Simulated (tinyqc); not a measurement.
# Changing the points N

Model: equation-of-state fits to an energy-volume table made by a known binding curve. Computed by tinyqc, a small Python program. Command: `OMP_NUM_THREADS=1 python tinyqc.py 3006415 3006416 out.jsonl eosfit sweep`. One thread of a shared host (Intel(R) Xeon(R) Processor @ 2.30GHz), about 0.1 s of CPU time with the checks.

With x = (V/V_0)^(1/3), the energy per atom is E = D [m x^-n - n x^-m]/(n - m), so that B0 = D n m/(9 V_0) and B' = (n + m + 6)/3. B' = dB/dP at P = 0.

Inputs (values chosen for the exercise, for a model crystal):
```
quantity                                 value             unit
cohesive energy D                         5.47          eV/atom
true volume V_0                           8.14  angstrom^3/atom
repulsive exponent n                        10                -
attractive exponent m                        1                -
half-width of the volume window w         0.02                -
shift of the window centre s             0.013                -
compression V/V_0 for the pressure test   0.75                -
noise amplitude                          0.039              meV
```

Binding curve: Mie. Noise: added.

numbers xi_j, drawn evenly from -1 to 1: 0.0176  -0.9028  -0.2723  -0.4181  0.7222  -0.3688  0.3029  0.9839  -0.1534  0.6029  0.6557  0.8228  -0.8564  -0.5111  0.8325  0.1006  -0.0528  0.6259  -0.6015  -0.5488  -0.4875

Constants: 1 eV/angstrom^3 = 160.2176634 GPa.

Method:
- B0 and B' from the formulas above; P = -dE/dV at V = c V_0 (c the compression chosen), from the curve itself.
- Table: V_j = V_0 [1 + s + w (2 j/(N - 1) - 1)], j = 0..N-1, rounded to 0.001; E_j from the curve plus the noise amplitude times the listed numbers xi_j (xi_0 first), rounded to 1e-7 eV.
- Third-order Birch-Murnaghan is a cubic in u = V^(-2/3): fit it by linear least squares, find the minimum, and take B0 = V E''(V), B' = -1 - V E'''/E'' there.
- Errors are fitted minus exact, relative; the pressure at c V_0 uses P = (3 B0/2) (x^7 - x^5) [1 + (3/4)(B' - 4)(x^2 - 1)], x = (V0/V)^(1/3) with the fitted values.

One run for each value:
```
points N  error of B0 (%)  error of B' (%)  root-mean-square residual (meV)
5                   4.180       1.3344e+01                         0.009112
6                  11.928       1.4365e+02                         0.010712
7                   6.681       7.7412e+01                         0.015288
9                   7.893       1.0338e+02                         0.016437
11                  3.176       4.0840e+01                         0.017004
15                 -1.195       5.9479e+00                         0.022238
21                 -2.766      -2.7272e-01                         0.020172
```

Describe and explain the trends.

Over the rows, error of B0 (%) lies between -2.77 and 11.9 without a single trend; error of B' (%) lies between -0.273 and 144 without a single trend; root-mean-square residual (meV) goes from 0.00911 through a maximum among these rows, 0.0222 at 15.0, to 0.0202. More points on the same window average the noise only as about N^(-1/2), and one draw of noise need not show even that.

Extremes, crossings and ranges named in words are read from the listed rows.
